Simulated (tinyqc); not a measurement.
Worked calculation: Hubbard ring of 4 sites. Computed by tinyqc, a small Python program that keeps every step. Settings: hopping = 1.16, U = 4.7, mixing = 0.5, iteration cap = 81. Command: `OMP_NUM_THREADS=1 python tinyqc.py 27172 27173 out.jsonl` (the two numbers bound the seeds that draw the settings). One thread of a shared host (Intel(R) Xeon(R) Processor @ 2.60GHz), about 0.2 s of CPU time with the checks. Later iterations appear only in the table of the cycle.

## Mean-field iteration 1

one-body matrix (hopping and site energies) (eV), lower triangle:
```
         1        2        3        4
1   0.0900
2  -1.1600  -0.9300
3   0.0000  -1.1600  -0.7500
4  -1.1600   0.0000  -1.1600  -0.4200
```

U = 4.7000 eV

electrons, up and down: 2  2

mixing = 0.5000

n(up) at the start (a guess, not normalised): 1 0.9500, 2 0.0500, 3 0.9500, 4 0.0500

n(down) at the start (a guess): 1 0.0500, 2 0.9500, 3 0.0500, 4 0.9500

H(up) = T + U n(down), H(down) = T + U n(up); fill the lowest levels; n(new) = n + mixing (n(out) - n); E = tr T (rho up + rho down) + U sum n_up n_down of the output.

levels, up (eV): -1.3011  0.0190  3.7455  4.9266

levels, down (eV): -1.4691  -0.3881  4.0040  5.2432

energy = -4.0501 eV

n(up) after iteration 1: 1 0.9215, 2 0.0755, 3 0.9370, 4 0.0659

n(down) after iteration 1: 1 0.0572, 2 0.9406, 3 0.0687, 4 0.9335

## Mean-field iteration 2

As before.

levels, up (eV): -1.2460  0.0639  3.6914  4.8807

levels, down (eV): -1.3907  -0.3008  3.9302  5.1512

energy = -4.0536 eV

n(up) after iteration 2: 1 0.9060, 2 0.0896, 3 0.9290, 4 0.0754

n(down) after iteration 2: 1 0.0627, 2 0.9340, 3 0.0798, 4 0.9235

## Convergence

Each step fills the lowest levels of T + U n(other spin) and sets n(new) = n + mixing (n(out) - n); stop when output and input agree to 1e-8.

Course of the cycle:
```
iteration     E (eV)  largest |n(out) - n(in)|  mean |n_up - n_down|
1          -4.050122                  5.69e-02                0.8327
2          -4.053629                  3.11e-02                0.8260
3          -4.054935                  1.75e-02                0.8218
4          -4.055427                  1.01e-02                0.8191
5          -4.055613                  5.95e-03                0.8175
6          -4.055684                  3.56e-03                0.8164
7          -4.055711                  2.15e-03                0.8158
8          -4.055721                  1.31e-03                0.8154
9          -4.055725                  8.03e-04                0.8151
10         -4.055726                  4.93e-04                0.8150
11         -4.055727                  3.04e-04                0.8149
...              ...                       ...                   ...
23         -4.055727                  9.31e-07                0.8147
24         -4.055727                  5.75e-07                0.8147
25         -4.055727                  3.55e-07                0.8147
26         -4.055727                  2.19e-07                0.8147
27         -4.055727                  1.35e-07                0.8147
28         -4.055727                  8.36e-08                0.8147
29         -4.055727                  5.16e-08                0.8147
30         -4.055727                  3.19e-08                0.8147
31         -4.055727                  1.97e-08                0.8147
32         -4.055727                  1.21e-08                0.8147
33         -4.055727                  7.50e-09                0.8147
```

local moments n_up - n_down: 1 0.8107, 2 -0.8122, 3 0.8188, 4 -0.8173

Converged in 33 iterations. Before convergence this energy mixes input and output and is not variational, so it may rise towards its limit.

## Exact diagonalisation (36 states)

Lowest levels of the sector, and the double occupancy of the lowest state.

lowest levels (eV): -4.4487  -4.1116  -3.2581  -2.9777  -2.9666  -2.0100

double occupancy per site = 0.0724

The mean-field solution above lies 0.3929 eV above the exact energy.

## The lowest level by Lanczos steps

From a random start vector (not printed): a_j = <q_j|H|q_j>, b_j = norm of the remainder after orthogonalising; the Ritz value is the lowest eigenvalue of the tridiagonal matrix of a and b so far.

Lanczos:
```
j   a_j (eV)  b_j (eV)  lowest Ritz value (eV)
1     1.4423    3.1963                1.442344
2     1.4790    4.3080               -1.735642
3     1.9057    3.5743               -3.760220
4     4.4927    3.4873               -4.258333
5     4.0242    4.0785               -4.363989
6     2.3355    3.2991               -4.418757
7     3.8263    3.0161               -4.440760
8     3.3794    3.3055               -4.446066
9     2.1330    2.9812               -4.447954
10    3.7563    3.2937               -4.448496
```
